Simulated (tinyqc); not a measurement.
Van der Pauw, Hall and four-point-probe measurements on a doped layer: one step of the calculation.

A uniform p-type layer with sheet resistance Rs = 1/(q ns mu), point contacts, low field (mu B small).

Problem. Sheet density, mobility and bulk values. Rs = 1/z; Hall sheet density B I/(q |VH|); Hall mobility |VH|/(Rs B I); true values ns = rH times the Hall density, mu = Hall mobility/rH; bulk density ns/t, resistivity Rs t; correction factor F = Rs/[(pi/ln 2)(RA + RB)/2].

Values chosen for this exercise:
- rH = 0.8 (Hall factor)
- B = 0.55 T (magnetic field)
- I = 1000 uA (current)
- t = 11 nm (thickness of the layer)

Constants: q = 1.602176634e-19 C. Results are converted to the units shown.

converged z = 2.6676241 mS
VH = 0.74223351 mV
RA = 11.400730 ohm
RB = 285.84531 ohm

Find: Rs; Hall sheet density; Hall mobility; ns; mu; bulk density; resistivity; F.

Solution.

Rs = 374.9 ohm/square
Hall sheet density = 4.625e14 cm^-2
Hall mobility = 36.00 cm^2/(V s)
ns = 3.700e14 cm^-2
mu = 45.00 cm^2/(V s)
bulk density = 3.364e20 cm^-3
resistivity = 4.124e-4 ohm cm
F = 0.5565

Program tinyqc, `OMP_NUM_THREADS=1 python tinyqc.py 2850194 2850195 out.jsonl`; Intel Xeon 2.30GHz, shared host, one thread, about 0.01 s.
